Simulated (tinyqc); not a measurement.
# Front-illuminated p-i-n photodiode, quantum efficiency and bandwidth: two studies

Light enters through a p layer (0 to xp), a depleted layer (xp to xp + wi) and a thick n substrate, decaying as exp(-al x); one pass, no back reflection. Carriers made in the depleted layer are all collected; those in the neutral layers diffuse.

Values chosen for this exercise; values close to those of silicon at this wavelength: wavelength lam = 850 nm; absorption coefficient al = 554 1/cm; reflectance of the front face Rf = 0.05; relative permittivity eps_r = 11.5; thickness of the front p layer xp = 0.12 um; thickness of the depleted layer wi = 6.5 um; electron diffusion coefficient in the p layer Dn = 9.6 cm^2/s; electron diffusion length in the p layer Ln = 0.43 um; recombination velocity of the front surface S = 1e6 cm/s; hole diffusion length in the thick n substrate Lp = 15 um; electron drift velocity ve = 9.77e6 cm/s; hole drift velocity vh = 6.82e6 cm/s; diameter dia = 28 um; load resistance RL = 50 ohm; parasitic capacitance Cp = 80 fF.

Constants: q = 1.602176634e-19 C, h = 6.62607015e-34 J s, c = 299792458 m/s, eps0 = 8.8541878128e-14 F/cm where lengths are in cm. Results are converted to the units shown.

Each table varies one quantity; the others keep the values above.

## Efficiency and bandwidth against the thickness of the depleted layer

k = al Ln, s = S Ln/Dn, e = exp(-al xp); front layer f1 = (k/(k^2 - 1)) {[s + k - e (s cosh(xp/Ln) + sinh(xp/Ln))]/[s sinh(xp/Ln) + cosh(xp/Ln)] - k e}; depleted layer f2 = e (1 - exp(-al wi)); substrate f3 = e exp(-al wi) al Lp/(1 + al Lp); external efficiency (1 - Rf)(f1 + f2 + f3); responsivity = efficiency q lam/(h c). Drift response for pairs made in the depleted layer, a = al wi, g = 1 - exp(-a), u = 2 pi i f, te = wi/ve, th = wi/vh: electrons He = [g - a (exp(-a) - exp(-u te))/(u te - a)]/(u te g), holes Hh = [g - a (1 - exp(-a - u th))/(a + u th)]/(u th g); C = eps0 eps_r pi (dia/2)^2/wi + Cp; total |He + Hh|/sqrt(1 + (2 pi f RL C)^2), for the current of the depleted layer alone. Limits are the frequencies at which each factor falls to 1/sqrt(2); inverse-square sum (f_transit^-2 + f_RC^-2)^(-1/2); the diffusion currents f1 and f3 are left out of the bandwidth.

Results:
columns A: wi (um); B: f2; C: f1 + f3; D: responsivity (A/W); E: transit limit (GHz); F: RC limit (GHz); G: 3 dB bandwidth (GHz); H: inverse-square sum (GHz); I: bandwidth x (1 - Rf) f2 (GHz)
```
A           B        C       D       E      F       G       H       I
0.81  0.04359   0.4358  0.3122   53.60  20.22   18.53   18.92  0.7675
1.4   0.07413   0.4219  0.3231   31.08  25.51   18.86   19.72   1.329
2.3    0.1188   0.4016  0.3390   18.98  29.68   15.36   15.99   1.734
3.9    0.1930   0.3680  0.3654   11.26  33.13   10.45   10.66   1.916
6.5    0.3004   0.3192  0.4036   6.817  35.51   6.643   6.695   1.896
11     0.4533   0.2498  0.4579   4.089  37.14   4.053   4.064   1.745
18     0.6269   0.1710  0.5197   2.551  38.13   2.543   2.545   1.514
52     0.9377  0.03001  0.6302  0.9303  39.20  0.9300  0.9301  0.8284
```

Estimate the missing row, wi = 31 um.

Computed row:
columns A: wi (um); B: f2; C: f1 + f3; D: responsivity (A/W); E: transit limit (GHz); F: RC limit (GHz); G: 3 dB bandwidth (GHz); H: inverse-square sum (GHz); I: bandwidth x (1 - Rf) f2 (GHz)
```
A        B        C       D      E      F      G      H      I
31  0.8150  0.08566  0.5866  1.525  38.81  1.524  1.524  1.180
```

With this row back in the table: As wi goes from 0.81 to 52, the responsivity rises from 0.312 to 0.630 A/W and the bandwidth goes from 18.5 through a maximum of 18.9 (at wi = 1.4 among the rows listed) to 0.930 GHz. The RC limit is the lower one for wi = 0.81, 1.4, the transit limit elsewhere. Adding inverse squares of the two limits is within 4.5 % of the full result. The product of bandwidth and fast efficiency goes from 0.768 through a maximum of 1.92 (at wi = 3.9 among the rows listed) to 0.828 GHz. For wi = 0.81, 1.4, 2.3, 3.9, 6.5, 11 the diffusion currents exceed 0.3 of the drift current; their own response times, left out, may then shape the whole response.

## Efficiency and bandwidth against the thickness of the front p layer

Same model as above.

The same in every row: transit limit (GHz) = 6.817; RC limit (GHz) = 35.51; 3 dB bandwidth (GHz) = 6.643; inverse-square sum (GHz) = 6.695.

Efficiency and bandwidth against the thickness of the front p layer:
```
xp (um)      f2  f1 + f3  responsivity (A/W)  bandwidth x (1 - Rf) f2 (GHz)
0.02     0.3021   0.3173              0.4034                          1.906
0.04     0.3017   0.3178              0.4035                          1.904
0.08     0.3011   0.3186              0.4036                          1.900
0.2      0.2991   0.3202              0.4033                          1.887
0.4      0.2958   0.3215              0.4020                          1.867
0.7      0.2909   0.3213              0.3987                          1.836
1        0.2861   0.3191              0.3941                          1.806
3        0.2561   0.2888              0.3549                          1.616
```

As xp goes from 0.02 to 3, the responsivity falls from 0.403 to 0.355 A/W and the bandwidth stays at 6.64 GHz. The transit limit is the lower one in every row. Adding inverse squares of the two limits is within 0.78 % of the full result. In every row the diffusion currents exceed 0.3 of the drift current; their own response times, left out, may then shape the whole response.

tinyqc, about 0.01 s, one thread, Intel Xeon 2.30GHz (shared host): `OMP_NUM_THREADS=1 python tinyqc.py 2250040 2250041 out.jsonl`
